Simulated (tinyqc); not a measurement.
# Trap depth and cross-section from two peaks

Problem. A DLTS peak lies where ew = sn g T^2 exp(-Et/kB T), g = vth Nc/(300 K)^2. Find Et and sn.

Parameters, values chosen for the exercise:
- Nc = 2.31e18 cm^-3 (conduction-band density of states at 300 K)
- vth = 2.7e7 cm/s (thermal velocity at 300 K)

Constants: q = 1.602176634e-19 C, kB = 1.380649e-23 J/K. Results are converted to the units shown.

peak temperatures for ew = 5 and 1000 1/s (K): [346.53635, 436.61587]

Answer. The slope of ln(ew/T^2) against q/kB T is -Et, and the intercept is ln(sn g).

Et = 0.700 eV
sn = 9.10e-16 cm^2

tinyqc, about 0.01 s, one thread, Intel Xeon 2.30GHz (shared host): `OMP_NUM_THREADS=1 python tinyqc.py 2050021 2050022 out.jsonl`
